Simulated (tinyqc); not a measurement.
What each parameter does: shallow donor in an anisotropic valley (effective-mass theory).

One valley: H = -c [(d2/dx2 + d2/dy2)/mt + (d2/dz2)/ml] - q/(eps r), c = hbar^2/2m0, q = e^2/(4 pi eps0). Trial function exp(-sqrt((x^2 + y^2)/a^2 + z^2/b^2)) with a > b: T = (c/3)(2/(mt a^2) + 1/(ml b^2)), V = -(q/eps) atan(u/b)/u, u = sqrt(a^2 - b^2). The central cell of the impurity is left out.

Constants: hbar^2/2m0 = 3.80998211 eV angstrom^2; e^2/(4 pi eps0) = 14.39964547 eV angstrom.

Parameters, chosen for this exercise (out of a larger set: near those of 3C SiC; not measured data): ml = 0.689 m0 (longitudinal mass); mt = 0.254 m0 (transverse mass); eps = 9.5 (dielectric constant).

The minimum of the trial energy.

One parameter was then changed.

Results before and after:

| case | E (meV) | a (angstrom) | b (angstrom) | b/a |
|---|---|---|---|---|
| base | -51.78 | 16.29 | 11.44 | 0.702 |
| changed | -55.42 | 15.08 | 10.94 | 0.726 |

Which of these changes was made? (a) ml = 0.861 m0; (b) mt = 0.279 m0; (c) eps = 8.6.
Answer: (b) mt = 0.279 m0. Of the candidates, run in turn, only this one gives the changed row.

All candidates:

| case | E (meV) | a (angstrom) | b (angstrom) | b/a |
|---|---|---|---|---|
| base | -51.78 | 16.29 | 11.44 | 0.702 |
| ml = 0.861 m0 | -54.93 | 15.68 | 10.18 | 0.649 |
| mt = 0.279 m0 | -55.42 | 15.08 | 10.94 | 0.726 |
| eps = 8.6 | -63.18 | 14.75 | 10.36 | 0.702 |

eps only rescales the solution (E as 1/eps^2, lengths as eps), so b/a depends on ml/mt alone.

(tinyqc, `OMP_NUM_THREADS=1 python tinyqc.py 1280655 1280656 out.jsonl`, Intel(R) Xeon(R) Processor @ 2.30GHz, 1 thread, shared host, about 0.01 s.)
